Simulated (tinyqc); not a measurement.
# p-n diode, drift-diffusion by the Gummel loop with Scharfetter-Gummel fluxes: effects of single changes

Abrupt junction at x = 0, p side from -Lp, n side to Ln, ohmic contacts. psi is counted from the intrinsic level; n = ni exp((psi - phin)/Vt), p = ni exp((phip - psi)/Vt). Contacts: p side psi = V - Vt ln(Na/ni), p = Na, n = ni^2/Na; n side psi = Vt ln(Nd/ni), n = Nd, p = ni^2/Nd. Constant mobilities, D = mu Vt, Boltzmann statistics, SRH recombination through a mid-gap level, U = (n p - ni^2)/(tp (n + ni) + tn (p + ni)). Current is positive from the p contact to the n contact.

Parameters, values chosen for the exercise; band and dielectric values close to those of silicon:

| symbol | value | unit | meaning |
|---|---|---|---|
| T | 275 | K | temperature |
| Eg | 1.14 | eV | band gap |
| eps_r | 11.5 |  | relative permittivity |
| Nc | 2.48e19 | cm^-3 | conduction-band density of states at T |
| Nv | 2.33e19 | cm^-3 | valence-band density of states at T |
| Na | 7.5e15 | cm^-3 | acceptor density of the p side |
| Nd | 4.7e15 | cm^-3 | donor density of the n side |
| mun | 1000 | cm^2/(V s) | electron mobility |
| mup | 380 | cm^2/(V s) | hole mobility |
| tn | 6e-8 | s | SRH lifetime of electrons |
| tp | 7e-10 | s | SRH lifetime of holes |
| Lp | 1.4 | um | length of the p side |
| Ln | 3.1 | um | length of the n side |
| G | 0 | cm^-3 s^-1 | uniform generation rate |

Constants: q = 1.602176634e-19 C, kB = 1.380649e-23 J/K, Vt = kB T/q, eps0 = 8.8541878128e-14 F/cm where lengths are in cm. Results are converted to the units shown.

Each table varies one quantity; the others keep the values above.

## Current against voltage in the dark

ni = sqrt(Nc Nv) exp(-Eg/(2 Vt)), Eg in volts. Poisson and both continuity equations are solved self-consistently with Scharfetter-Gummel fluxes on a graded mesh of 500 nodes. J_scr is q times the integral of U between -xp and xn. Ideal diffusion current J_id = q ni^2 [Dn coth(wp/Le)/(Le Na) + Dp coth(wn/Lh)/(Lh Nd)] (exp(V/Vt) - 1), Le = sqrt(Dn tn), Lh = sqrt(Dp tp), wp = Lp - xp, wn = Ln - xn, with xp and xn from the depletion approximation (W = sqrt(2 eps0 eps_r (Vbi - V)(1/Na + 1/Nd)/q), xp = W Nd/(Na + Nd), xn = W Na/(Na + Nd), Vbi = Vt ln(Na Nd/ni^2)). Ideality factor = 0.004 V/(Vt ln[J(V + 0.004 V)/J(V)]). Here G = 0.

In this table G = 0 cm^-3 s^-1.

Result of one run:
columns A: V (V); B: J (A/cm^2); C: ideality factor; D: J_scr/J (%); E: J_id (A/cm^2); F: share recombining at the contacts (%); G: larger minority/doping at -xp and xn
```
A        B     C     D     E     F       G
0.64  2.53  1.18  2.29  3.07  60.4  0.0224
```

What becomes of these results when the bias of the p contact V is changed from 0.64 to 0.51 V, all else the same?

Result of the changed run:
columns A: V (V); B: J (A/cm^2); C: ideality factor; D: J_scr/J (%); E: J_id (A/cm^2); F: share recombining at the contacts (%); G: larger minority/doping at -xp and xn
```
A          B     C     D       E     F        G
0.51  0.0179  1.13  28.7  0.0129  37.7  1.07e-4
```

The whole series:
columns A: V (V); B: J (A/cm^2); C: ideality factor; D: J_scr/J (%); E: J_id (A/cm^2); F: share recombining at the contacts (%); G: larger minority/doping at -xp and xn
```
A           B     C     D        E      F         G
0.15  9.49e-7  1.71  99.6  3.36e-9  0.192  2.88e-11
0.21  3.99e-6  1.80  98.9  4.21e-8  0.571  3.60e-10
0.27  1.63e-5  1.78  96.8  5.27e-7   1.74   4.50e-9
0.33  7.02e-5  1.67  90.6  6.60e-6   5.03   5.61e-8
0.39  3.46e-4  1.48  76.3  8.26e-5   12.7   6.98e-7
0.45  0.00217  1.27  52.8  0.00103   25.1   8.66e-6
0.51   0.0179  1.13  28.7   0.0129   37.7   1.07e-4
0.58    0.262  1.09  9.86    0.246   48.4   0.00197
0.64     2.53  1.18  2.29     3.07   60.4    0.0224
```

J rises from 9.49e-7 to 2.53 A/cm^2; the ideality factor moves up and down between 1.09 and 1.80. Recombination in the depleted layer carries over half of the current up to V = 0.45 V, where the factor is 1.27; it grows roughly as exp(V/2 Vt), so diffusion overtakes it. Where the factor is lowest (V = 0.58 V), J is 6.6 % above the ideal diffusion current.

## Effect of the hole mobility at fixed bias

Same model as above.

In this table V = 0.5 V.

Results:
columns A: mup (cm^2/(V s)); B: J (A/cm^2); C: ideality factor; D: J_scr/J (%); E: J_id (A/cm^2); F: share recombining at the contacts (%); G: larger minority/doping at -xp and xn
```
A          B     C     D        E     F        G
38   0.00931  1.21  41.6  0.00562  45.5  5.81e-5
100   0.0103  1.19  38.6  0.00644  41.3  6.52e-5
170   0.0110  1.17  36.3  0.00709  38.8  6.77e-5
280   0.0118  1.16  33.9  0.00789  36.7  6.95e-5
460   0.0128  1.15  31.3  0.00891  35.5  7.08e-5
760   0.0142  1.13  28.3   0.0103  35.9  7.18e-5
```

Estimate the missing row, mup = 63 cm^2/(V s).

Computed row:
columns A: mup (cm^2/(V s)); B: J (A/cm^2); C: ideality factor; D: J_scr/J (%); E: J_id (A/cm^2); F: share recombining at the contacts (%); G: larger minority/doping at -xp and xn
```
A         B     C     D        E     F        G
63  0.00977  1.20  40.2  0.00600  43.4  6.23e-5
```

With this row back in the table: As mup rises from 38 to 760, J rises from 0.00931 to 0.0142 A/cm^2, the share of the depleted layer falls from 41.6 to 28.3 % and the share lost at the contacts goes from 45.5 through a minimum of 35.5 (at mup = 460 among the rows listed) to 35.9 %. The exponent d ln J/d ln mup is 0.10 between the first two rows and 0.20 between the last two. J less J_scr is 0.69 % below J_id in the last row.

Computed by the program tinyqc: `OMP_NUM_THREADS=1 python tinyqc.py 2240056 2240057 out.jsonl`, one thread of a shared Intel Xeon 2.30GHz, about 0.2 s for the whole run.
